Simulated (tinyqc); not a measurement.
On-chip power grid, static voltage drop by conjugate gradients: one step of the calculation.

A grid of 4 rows and 3 columns, node k = 3 row + column. Neighbours in a row are joined by Rx, in a column by Ry; pad nodes, which reach the supply through Rp: 0. Each node draws I0, node 2 draws kh I0. The drops u = Vdd - V solve G u = i, with G the conductance matrix (1/Rp added on the diagonal at pad nodes).

Problem. Conjugate-gradient step. q = G p; a = (r.r)/(p.q); u(new) = u + a p; r(new) = r - a q; b = (r.r)(new)/(r.r); p(new) = r(new) + b p.

Values chosen for this exercise:
```
symbol,value,unit,meaning
Rx,0.11,ohm,resistance of a horizontal segment
Ry,1.9,ohm,resistance of a vertical segment
Rp,0.09,ohm,resistance from a pad node to the supply
```

u after iteration 2 (mV):
```
           col 0      col 1      col 2
row 0  0.3948590  1.5005587  2.3722477
row 1  0.6536398  0.6536398  0.7026719
row 2  0.6536398  0.6536398  0.6536398
row 3  0.6536398  0.6536398  0.6536398
```

r after iteration 2 (mA):
```
           col 0       col 1       col 2
row 0  6.9006945  -1.4731174  -3.3031695
row 1  0.9637996   1.9914936   1.5071709
row 2  1.1000000   1.1000000   1.1258064
row 3  1.1000000   1.1000000   1.1000000
```

p after iteration 2 (mA):
```
           col 0      col 1      col 2
row 0  7.8586475  6.3255156  3.9486275
row 1  3.5227628  4.5504569  4.3694834
row 2  3.6589632  3.6589632  3.6847696
row 3  3.6589632  3.6589632  3.6589632
```

Find: q; a; u after iteration 3; r after iteration 3; b; p after iteration 3.

Solution.

q (mA S):
```
       col 0  col 1  col 2
row 0  103.5    8.6  -21.8
row 1  -11.7   10.5   -1.1
row 2    0.1   -0.7   -0.1
row 3    0.0    0.0    0.0
```

a = 0.09625 ohm

u after iteration 3 (mV):
```
       col 0  col 1  col 2
row 0  1.151  2.109  2.752
row 1  0.993  1.092  1.123
row 2  1.006  1.006  1.008
row 3  1.006  1.006  1.006
```

r after iteration 3 (mA):
```
        col 0   col 1   col 2
row 0  -3.065  -2.301  -1.202
row 1   2.090   0.979   1.610
row 2   1.093   1.168   1.137
row 3   1.100   1.100   1.101
```

b = 0.4194

p after iteration 3 (mA):
```
       col 0  col 1  col 2
row 0  0.231  0.351  0.454
row 1  3.567  2.887  3.442
row 2  2.628  2.702  2.682
row 3  2.634  2.634  2.636
```

Computed by the program tinyqc: `OMP_NUM_THREADS=1 python tinyqc.py 2770171 2770172 out.jsonl`, one thread of a shared Intel Xeon 2.30GHz, about 0.08 s for the whole run.
